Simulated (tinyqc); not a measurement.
Inside a calculation. Method: RHF in the 6-311g basis, for H2, spin multiplicity 1. One step of it, computed by the program tinyqc.

Question. Iteration 2: building the Fock matrix. J_ij = sum D_kl (ij|kl), K_ij = sum D_kl (ik|jl); F = H + J - 0.5 K; E = tr D H + tr D J / 2 - 0.25 tr D K + E_nn.

D after iteration 1:
```
          1H 1s     1H 2s     1H 3s     2H 1s     2H 2s     2H 3s
1H 1s  0.026511  0.067182  0.052183  0.026511  0.067182  0.052183
1H 2s  0.067182  0.170247  0.132237  0.067182  0.170247  0.132237
1H 3s  0.052183  0.132237  0.102713  0.052183  0.132237  0.102713
2H 1s  0.026511  0.067182  0.052183  0.026511  0.067182  0.052183
2H 2s  0.067182  0.170247  0.132237  0.067182  0.170247  0.132237
2H 3s  0.052183  0.132237  0.102713  0.052183  0.132237  0.102713
```

core Hamiltonian H = T + V (hartree):
```
           1H 1s      1H 2s      1H 3s      2H 1s      2H 2s      2H 3s
1H 1s  -0.266901  -0.836596  -0.580503  -0.174333  -0.369968  -0.395715
1H 2s  -0.836596  -0.876269  -0.744921  -0.369968  -0.559280  -0.580076
1H 3s  -0.580503  -0.744921  -0.742269  -0.395715  -0.580076  -0.640817
2H 1s  -0.174333  -0.369968  -0.395715  -0.266901  -0.836596  -0.580503
2H 2s  -0.369968  -0.559280  -0.580076  -0.836596  -0.876269  -0.744921
2H 3s  -0.395715  -0.580076  -0.640817  -0.580503  -0.744921  -0.742269
```

Two-electron integrals (ij|kl) in chemists' order, unique and non-zero (hartree):
```
(11|11) 1.393035   (21|11) 0.822971   (21|21) 0.509703   (22|11) 0.822904
(22|21) 0.543028   (22|22) 0.644106   (31|11) 0.411256   (31|21) 0.257757
(31|22) 0.279868   (31|31) 0.130794   (32|11) 0.543681   (32|21) 0.365771
(32|22) 0.452669   (32|31) 0.189803   (32|32) 0.325140   (33|11) 0.494021
(33|21) 0.340115   (33|22) 0.445993   (33|31) 0.178035   (33|32) 0.331779
(33|33) 0.361682   (41|11) 0.042368   (41|21) 0.028099   (41|22) 0.033284
(41|31) 0.014490   (41|32) 0.023268   (41|33) 0.022663   (41|41) 0.002984
(42|11) 0.119137   (42|21) 0.082738   (42|22) 0.108928   (42|31) 0.043398
(42|32) 0.080304   (42|33) 0.084705   (42|41) 0.009991   (42|42) 0.043509
(43|11) 0.118054   (43|21) 0.082639   (43|22) 0.111738   (43|31) 0.043503
(43|32) 0.083895   (43|33) 0.091478   (43|41) 0.009945   (43|42) 0.047191
(43|43) 0.053265   (44|11) 0.459916   (44|21) 0.324242   (44|22) 0.448437
(44|31) 0.171245   (44|32) 0.340968   (44|33) 0.378013   (44|41) 0.042368
(44|42) 0.225107   (44|43) 0.260285   (44|44) 1.393035   (51|11) 0.225107
(51|21) 0.141665   (51|22) 0.154772   (51|31) 0.071967   (51|32) 0.105187
(51|33) 0.098924   (51|41) 0.009991   (51|42) 0.030169   (51|43) 0.029913
(51|44) 0.119137   (51|51) 0.043509   (52|11) 0.314301   (52|21) 0.212165
(52|22) 0.264174   (52|31) 0.110215   (52|32) 0.190193   (52|33) 0.194588
(52|41) 0.018508   (52|42) 0.069427   (52|43) 0.073461   (52|44) 0.314301
(52|51) 0.069427   (52|52) 0.138242   (53|11) 0.279399   (53|21) 0.192567
(53|22) 0.252671   (53|31) 0.100828   (53|32) 0.187725   (53|33) 0.203449
(53|41) 0.017705   (53|42) 0.074305   (53|43) 0.082669   (53|44) 0.363622
(53|51) 0.063837   (53|52) 0.141113   (53|53) 0.155470   (54|11) 0.324242
(54|21) 0.228034   (54|22) 0.313077   (54|31) 0.120295   (54|32) 0.237430
(54|33) 0.263355   (54|41) 0.028099   (54|42) 0.141665   (54|43) 0.163443
(54|44) 0.822971   (54|51) 0.082738   (54|52) 0.212165   (54|53) 0.245381
(54|54) 0.509703   (55|11) 0.448437   (55|21) 0.313077   (55|22) 0.423631
(55|31) 0.164717   (55|32) 0.320162   (55|33) 0.356866   (55|41) 0.033284
(55|42) 0.154772   (55|43) 0.178012   (55|44) 0.822904   (55|51) 0.108928
(55|52) 0.264174   (55|53) 0.305848   (55|54) 0.543028   (55|55) 0.644106
(61|11) 0.260285   (61|21) 0.163443   (61|22) 0.178012   (61|31) 0.082982
(61|32) 0.120864   (61|33) 0.113539   (61|41) 0.009945   (61|42) 0.029913
(61|43) 0.029884   (61|44) 0.118054   (61|51) 0.047191   (61|52) 0.073461
(61|53) 0.067377   (61|54) 0.082639   (61|55) 0.111738   (61|61) 0.053265
(62|11) 0.363622   (62|21) 0.245381   (62|22) 0.305848   (62|31) 0.127473
(62|32) 0.220549   (62|33) 0.226573   (62|41) 0.017705   (62|42) 0.063837
(62|43) 0.067377   (62|44) 0.279399   (62|51) 0.074305   (62|52) 0.141113
(62|53) 0.142355   (62|54) 0.192567   (62|55) 0.252671   (62|61) 0.082669
(62|62) 0.155470   (63|11) 0.360230   (63|21) 0.248888   (63|22) 0.329542
(63|31) 0.130464   (63|32) 0.246751   (63|33) 0.272699   (63|41) 0.019104
(63|42) 0.076666   (63|43) 0.084920   (63|44) 0.360230   (63|51) 0.076666
(63|52) 0.162108   (63|53) 0.177370   (63|54) 0.248888   (63|55) 0.329542
(63|61) 0.084920   (63|62) 0.177370   (63|63) 0.222638   (64|11) 0.171245
(64|21) 0.120295   (64|22) 0.164717   (64|31) 0.063430   (64|32) 0.124818
(64|33) 0.138505   (64|41) 0.014490   (64|42) 0.071967   (64|43) 0.082982
(64|44) 0.411256   (64|51) 0.043398   (64|52) 0.110215   (64|53) 0.127473
(64|54) 0.257757   (64|55) 0.279868   (64|61) 0.043503   (64|62) 0.100828
(64|63) 0.130464   (64|64) 0.130794   (65|11) 0.340968   (65|21) 0.237430
(65|22) 0.320162   (65|31) 0.124818   (65|32) 0.242083   (65|33) 0.271538
(65|41) 0.023268   (65|42) 0.105187   (65|43) 0.120864   (65|44) 0.543681
(65|51) 0.080304   (65|52) 0.190193   (65|53) 0.220549   (65|54) 0.365771
(65|55) 0.452669   (65|61) 0.083895   (65|62) 0.187725   (65|63) 0.246751
(65|64) 0.189803   (65|65) 0.325140   (66|11) 0.378013   (66|21) 0.263355
(66|22) 0.356866   (66|31) 0.138505   (66|32) 0.271538   (66|33) 0.310801
(66|41) 0.022663   (66|42) 0.098924   (66|43) 0.113539   (66|44) 0.494021
(66|51) 0.084705   (66|52) 0.194588   (66|53) 0.226573   (66|54) 0.340115
(66|55) 0.445993   (66|61) 0.091478   (66|62) 0.203449   (66|63) 0.272699
(66|64) 0.178035   (66|65) 0.331779   (66|66) 0.361682
```

nuclear repulsion = 0.46015410 hartree

Give: Coulomb J; exchange K; Fock matrix F; total energy of this density.

Answer.

Coulomb J (hartree):
```
        1H 1s   1H 2s   1H 3s   2H 1s   2H 2s   2H 3s
1H 1s  1.2431  0.8328  0.4321  0.0656  0.2585  0.2825
1H 2s  0.8328  1.0366  0.7518  0.2585  0.5172  0.5454
1H 3s  0.4321  0.7518  0.7858  0.2825  0.5454  0.6461
2H 1s  0.0656  0.2585  0.2825  1.2431  0.8328  0.4321
2H 2s  0.2585  0.5172  0.5454  0.8328  1.0366  0.7518
2H 3s  0.2825  0.5454  0.6461  0.4321  0.7518  0.7858
```

exchange K (hartree):
```
        1H 1s   1H 2s   1H 3s   2H 1s   2H 2s   2H 3s
1H 1s  0.5791  0.6421  0.5045  0.2757  0.4502  0.4394
1H 2s  0.6421  0.8294  0.7045  0.4502  0.6814  0.6475
1H 3s  0.5045  0.7045  0.6347  0.4394  0.6475  0.6101
2H 1s  0.2757  0.4502  0.4394  0.5791  0.6421  0.5045
2H 2s  0.4502  0.6814  0.6475  0.6421  0.8294  0.7045
2H 3s  0.4394  0.6475  0.6101  0.5045  0.7045  0.6347
```

Fock matrix F (hartree):
```
         1H 1s    1H 2s    1H 3s    2H 1s    2H 2s    2H 3s
1H 1s   0.6866  -0.3249  -0.4007  -0.2465  -0.3365  -0.3329
1H 2s  -0.3249  -0.2544  -0.3453  -0.3365  -0.3828  -0.3585
1H 3s  -0.4007  -0.3453  -0.2738  -0.3329  -0.3585  -0.2998
2H 1s  -0.2465  -0.3365  -0.3329   0.6866  -0.3249  -0.4007
2H 2s  -0.3365  -0.3828  -0.3585  -0.3249  -0.2544  -0.3453
2H 3s  -0.3329  -0.3585  -0.2998  -0.4007  -0.3453  -0.2738
```

total energy of this density = -1.059723 hartree
